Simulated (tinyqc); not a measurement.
# Via and link resistance from two via chains

Problem. A chain of 5000 vias joined by 5000 metal links has R = 5000 (Rv + Rlink), with Rlink proportional to the link length. Find Rv, Rlink for length L, and the value of Rv that the short chain would give if the links were ignored.

resistance of chains of 5000 links with link lengths L and 3 L (ohm): 1.08e5  2.28e5

Answer. R per link is a straight line in the link length; its intercept at zero length is Rv.

Rv = 9.600 ohm
Rlink = 12.00 ohm
Rv without correction = 21.60 ohm

Computed by the program tinyqc: `OMP_NUM_THREADS=1 python tinyqc.py 2750066 2750067 out.jsonl`, one thread of a shared Intel Xeon 2.30GHz, about 0.01 s for the whole run.
